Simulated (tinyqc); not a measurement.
Three-band tight binding of a dichalcogenide monolayer: sweeps and comparisons. A value that a table varies takes the place of the one given here.

Basis dz2, dxy, dx2-y2 on a triangular lattice, nearest neighbours; alpha = kx a/2, beta = sqrt3 ky a/2. h0 = e1 + 2 t0 (cos 2alpha + 2 cos alpha cos beta); h1 = -2 sqrt3 t2 sin alpha sin beta + 2i t1 (sin 2alpha + sin alpha cos beta); h2 = 2 t2 (cos 2alpha - cos alpha cos beta) + 2i sqrt3 t1 cos alpha sin beta; h11 = e2 + 2 t11 cos 2alpha + (t11 + 3 t22) cos alpha cos beta; h22 = e2 + 2 t22 cos 2alpha + (3 t11 + t22) cos alpha cos beta; h12 = sqrt3 (t22 - t11) sin alpha sin beta + 4i t12 sin alpha (cos alpha - cos beta) + i lam sz. H = [[h0, h1, h2], [., h11, h12], [., ., h22]], Hermitian; the lowest band of each spin is filled. K = (4 pi/3a, 0), M = (pi/a, pi/(sqrt3 a)).

Constants: hbar^2/2m0 = 3.80998211 eV angstrom^2.

Parameters, chosen for this exercise (near a published set for monolayer WSe2; the results hold for these values, not for the real material):
```
symbol  value   unit      meaning
a       3.324   angstrom  lattice constant
e1      0.944   eV        level of dz2
e2      2.205   eV        level of dxy and dx2-y2
t0      -0.212  eV        hopping
t1      0.458   eV        hopping
t2      0.48    eV        hopping
t11     0.266   eV        hopping
t12     0.33    eV        hopping
t22     0.034   eV        hopping
lam     0.225   eV        spin-orbit constant
```

## Three bands against the two-band Dirac model at K

Masses from central differences along kx with step 0.002 1/angstrom, c = hbar^2/2m0; Berry curvature of the valence band from a counter-clockwise plaquette of side 0.001 1/angstrom, Omega = -arg(product of overlaps)/area. Two-band model: coupling A = (3 a/(2 sqrt2))(t1 + sqrt3 t2) between valence and conduction states, mass c G/A^2 for both, Omega_v = 2 A^2/G^2. sz = 0 drops the spin-orbit term.

At K:
```
sz,G (eV),m_c (m0),m_v (m0),two-band mass,Omega_v (angstrom^2),two-band Omega
1,1.3147,0.295,0.378,0.242,23.685,23.911
0,1.5397,0.355,0.493,0.284,17.263,17.433
-1,1.7647,0.417,0.636,0.325,13.138,13.271
```

A = 4.5459 eV angstrom

How do the results move?

Without spin-orbit coupling the electron mass is 0.355 and the hole mass 0.493, against 0.284 for both in the two-band model: the third band and the curvature of the diagonal terms break the symmetry. The Berry curvature is -1.0 % from the two-band value. The smaller gap (sz = +1) has the larger curvature, by a factor 1.80.

## All hoppings scaled

The six hoppings are multiplied by f; e1, e2 and lam stay (real strain also moves e1 and e2, so this is no model of it). Closed forms: Ev(K) = e2 - (3/2)(t11 + t22) - 3 sqrt3 t12 + lam, Ec(K) = e1 - 3 t0, Ev(Gamma) = e1 + 6 t0.

Gaps (eV):
```
f,direct gap at K,Ev(K) - Ev(Gamma),Ec(K) - top of valence band
0.85,0.8946,0.7272,0.8946
0.90,1.0347,0.6825,1.0347
0.94,1.1467,0.6468,1.1467
0.97,1.2307,0.6201,1.2307
1.00,1.3147,0.5933,1.3147
1.03,1.3988,0.5665,1.3988
1.06,1.4828,0.5397,1.4828
1.10,1.5948,0.5040,1.5948
```

What can be read from the table?

The direct gap changes by +28.0 meV for each per cent of f. The top of the valence band stays at K over the range.

## What each parameter does

Spin up: gap at K, Ev(K) - Ev(Gamma), and masses at K by central differences along kx with step 0.002 1/angstrom, c = hbar^2/2m0. Each row changes one parameter from the base and keeps the others.

Results:
```
case,gap at K (eV),K - Gamma (eV),m_c (m0),m_v (m0)
base,1.3147,0.5933,0.295,0.378
t0 = -0.182 eV,1.2247,0.4133,0.265,0.339
e2 = 2.175 eV,1.3447,0.5633,0.304,0.392
t22 = 0.004 eV,1.2697,0.6383,0.282,0.351
e1 = 0.914 eV,1.2847,0.6233,0.286,0.365
t11 = 0.236 eV,1.2697,0.6383,0.282,0.357
lam = 0.255 eV,1.2847,0.6233,0.287,0.365
```

What can be read from the table?

The largest shifts from the base row, up to three for each result and ties (the steps differ in size, so this ranks the rows, not the parameters). gap at K (eV): t0 -0.0900, t22 -0.0450, t11 -0.0450. K - Gamma (eV): t0 -0.1800, t22 +0.0450, t11 +0.0450. m_c (m0): t0 -0.030, t22 -0.013, t11 -0.013. m_v (m0): t0 -0.039, t22 -0.027, t11 -0.021.

Run: tinyqc, `OMP_NUM_THREADS=1 python tinyqc.py 1451965 1451966 out.jsonl`; Intel(R) Xeon(R) Processor @ 2.30GHz, one thread, shared host; about 0.02 s of CPU time with all checks.
